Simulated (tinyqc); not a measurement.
# Doping from two capacitances

Question. An abrupt p-n junction obeys 1/C^2 = 2 (Vbi - V)/(q eps0 eps_r Ne), Ne = Na Nd/(Na + Nd), Vbi = Vt ln(Na Nd/ni^2), V the bias of the p side. Nd is known to be the larger doping. Find Ne, Vbi, Na and Nd.

Inputs (values chosen for the exercise): temperature T = 300 K; relative permittivity eps_r = 8.81.

Constants: q = 1.602176634e-19 C, kB = 1.380649e-23 J/K, Vt = kB T/q, eps0 = 8.8541878128e-14 F/cm where lengths are in cm. Results are converted to the units shown.

C at V = -0.6 and -2.8 V (nF/cm^2): 10.539053  6.7716912
ni = 1.3793545e8 cm^-3

Solution. The slope of 1/C^2 against -V gives Ne and its intercept Vbi. Then Na Nd = ni^2 exp(Vbi/Vt) and Na + Nd = Na Nd/Ne, so both are roots of one quadratic.

Ne = 2.75e15 cm^-3
Vbi = 0.947 V
Na = 2.90e15 cm^-3
Nd = 5.30e16 cm^-3

Numbers from tinyqc (`OMP_NUM_THREADS=1 python tinyqc.py 2000026 2000027 out.jsonl`; about 0.02 s on one thread of a shared Intel Xeon 2.30GHz).
